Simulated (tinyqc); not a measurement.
Smearing for a one-band metal on the fcc lattice: sweeps and comparisons. A value that a table varies takes the place of the one given here.

Lattice vectors (units of a): a1 = (0, 1/2, 1/2), a2 = (1/2, 0, 1/2), a3 = (1/2, 1/2, 0). E(k) = -t A_1(k) - t2 A_2(k), A_m the sum of cos(k . R) over the 12 nearest and 6 second lattice vectors. Mesh k = sum (j_i/N) b_i, j_i = 0 .. N-1.

With x = (E_k - mu)/sigma: Fermi-Dirac f = 1/(1 + exp(x)), s = -f ln f - (1 - f) ln(1 - f); Gaussian f = erfc(x)/2, s = exp(-x^2)/(2 sqrt(pi)); Methfessel-Paxton (first order) f = erfc(x)/2 - x exp(-x^2)/(2 sqrt(pi)), s = (1 - 2 x^2) exp(-x^2)/(4 sqrt(pi)); cold (Marzari-Vanderbilt) with y = x + 1/sqrt(2), f = erfc(y)/2 + exp(-y^2)/sqrt(2 pi), s = y exp(-y^2)/sqrt(2 pi). With weights w = points/N^d (d the dimension), mu solves 2 sum w f = ne; E = 2 sum w f E_k, S = 2 sum w s, F = E - sigma S.

With x = (E_k - mu)/sigma: Gaussian f = erfc(x)/2, s = exp(-x^2)/(2 sqrt(pi)); Methfessel-Paxton (first order) f = erfc(x)/2 - x exp(-x^2)/(2 sqrt(pi)), s = (1 - 2 x^2) exp(-x^2)/(4 sqrt(pi)). With weights w = points/N^d (d the dimension), mu solves 2 sum w f = ne; E = 2 sum w f E_k, S = 2 sum w s, F = E - sigma S.

With x = (E_k - mu)/sigma: Fermi-Dirac f = 1/(1 + exp(x)), s = -f ln f - (1 - f) ln(1 - f). With weights w = points/N^d (d the dimension), mu solves 2 sum w f = ne; E = 2 sum w f E_k, S = 2 sum w s, F = E - sigma S.

Inputs chosen for the exercise:
- t = 1.37 eV (nearest hopping)
- t2 = 0.24 eV (second hopping)
- ne = 0.96 (electrons per cell)
- N = 5 (unshifted mesh)
- sigma = 0.137 eV (width)

## Error of each scheme against the width

All on the dense mesh N = 40. The reference is F of first-order Methfessel-Paxton smearing with sigma = 0.05 t on the mesh N = 40; it moves by 0.49 meV on the mesh N = 50; in three dimensions such meshes can agree by chance and the reference may be off by about 1 meV, so smaller errors are not resolved.

Errors (meV per cell):
```
sigma (eV)     FD F  FD (E+F)/2  Gauss F  Gauss (E+F)/2   MP F  cold F
0.137         -7.46       -0.35    -1.24          -0.04  -0.04   -0.06
0.205        -16.19       -0.68    -2.71          -0.11  -0.11   -0.19
0.274        -28.12       -1.07    -4.68          -0.24  -0.23   -0.45
0.411        -61.43       -2.15   -10.11          -0.49  -0.47   -1.19
0.548       -107.01       -3.97   -17.51          -0.76  -0.69   -2.24
0.822       -232.06      -13.53   -38.13          -1.47  -1.19   -5.64
1.096       -395.57      -35.56   -66.33          -2.49  -1.72  -11.19
```

reference = -3.49424 eV

How do the results move?

Doubling sigma from 0.274 to 0.548 eV multiplies the error of F by 3.8 (Fermi-Dirac) and 3.7 (Gaussian); a pure sigma^2 term would give 4. At the smallest width Fermi-Dirac errs 6.0 times as much as Gaussian, against 2 pi^2/3 = 6.6 for the ratio of the sigma^2 terms at equal sigma. At the largest width the sizes of the errors rank MP F 1.7, Gauss (E+F)/2 2.5, cold F 11.2, FD (E+F)/2 35.6, Gauss F 66.3, FD F 395.6 meV; below about 1 meV this order, and the ratios at the smallest width, carry the noise of the mesh.

## Mesh against width

Gaussian smearing, (E + F)/2. The reference is F of first-order Methfessel-Paxton smearing with sigma = 0.05 t on the mesh N = 40; it moves by 0.49 meV on the mesh N = 50; in three dimensions such meshes can agree by chance and the reference may be off by about 1 meV, so smaller errors are not resolved.

Errors (meV per cell):
```
N   sigma = 0.05 t  sigma = 0.15 t  sigma = 0.4 t
4           109.98          109.17         111.94
6            91.83           87.34          79.56
8            38.05           36.47          32.30
12            6.14            6.48           3.74
16           -1.69           -2.01          -2.28
24           -2.24           -1.95          -1.26
```

reference = -3.49424 eV

What does this show, and why?

First N from which the value stays within 2 meV of its last entry (which need not be the best one): 16 for sigma = 0.05 t, 16 for sigma = 0.15 t, 16 for sigma = 0.4 t. At the last mesh the errors are -2.24, -1.95 and -1.26 meV; the first is well above the uncertainty of the reference, so for the narrowest width that mesh is not yet converged. By this 2 meV bar the wider smearing does not converge sooner. The smallest error belongs to 0.05 t on 1, 0.15 t on 1, 0.4 t on 4 of the 6 meshes.

## What moves the results of Fermi-Dirac smearing

All sums formed anew. Each row changes one parameter from the base and keeps the others.

Results:
```
case              mu (eV)   E (eV)       S   F (eV)
base               2.0461  -3.6249  0.0491  -3.6316
N = 10             1.3994  -3.4785  0.1021  -3.4925
sigma = 0.274 eV   1.6964  -3.6217  0.0647  -3.6394
ne = 1.06          2.5242  -3.3786  0.1537  -3.3996
t2 = 0.377 eV      1.4256  -3.5749  0.0436  -3.5808
t = 1.507 eV       2.3707  -3.9959  0.0537  -4.0032
```

How do the results move?

The largest shifts from the base row, up to three for each result and ties (the steps differ in size, so this ranks the rows, not the parameters). mu (eV): N -0.6467, t2 -0.6205, ne +0.4781. E (eV): t -0.3710, ne +0.2463, N +0.1463. S: ne +0.1046, N +0.0530, sigma +0.0156. F (eV): t -0.3716, ne +0.2320, N +0.1391.

(tinyqc, `OMP_NUM_THREADS=1 python tinyqc.py 1681262 1681263 out.jsonl`, Intel(R) Xeon(R) Processor @ 2.30GHz, 1 thread, shared host, about 0.3 s.)
